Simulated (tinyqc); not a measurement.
CMOS latch-up, two-transistor model: one step of the calculation.

A parasitic pnp (emitter at Vdd, base shunted by Rw) and npn (emitter at ground, base shunted by Rs) feed each other: the npn collector current flows out of the pnp base node, the pnp collector current into the npn base node. Forward-active transistors with constant gains: Icn = Isn exp(Vn/Vt), Icp = Isp (exp(Vp/Vt) - 1). A current Ii is injected into the npn base node.

Task. Holding current and voltage. On state with both base-emitter voltages at Von: npn base current Ib = (Von/Rs + bp Von/Rw)/(bn bp - 1), holding current Ih = (bn + 1) Ib + Von/Rs, holding voltage Vh = Vsat + Von + R2 (Ib + Von/Rs).

Values chosen for this exercise; values close to those of bulk CMOS:

| symbol | value | unit | meaning |
|---|---|---|---|
| bn | 23 |  | current gain of the npn |
| bp | 4.6 |  | current gain of the pnp |
| Rs | 180 | ohm | substrate resistance shunting the npn |
| Rw | 860 | ohm | well resistance shunting the pnp |
| R2 | 530 | ohm | resistance from the pnp collector to the npn base |
| Von | 0.73 | V | base-emitter voltage in the on state |
| Vsat | 0.07 | V | saturation voltage |
| Vdd | 1.8 | V | supply voltage |

Give: bn bp; Ib; Ih; Vh.

Result.

bn bp = 105.80
Ib = 0.075956 mA
Ih = 5.8785 mA
Vh = 2.9897 V

Vh is above Vdd = 1.8 V, so the supply cannot sustain a latched state.

Program tinyqc, `OMP_NUM_THREADS=1 python tinyqc.py 2670031 2670032 out.jsonl`; Intel Xeon 2.30GHz, shared host, one thread, about 0.04 s.
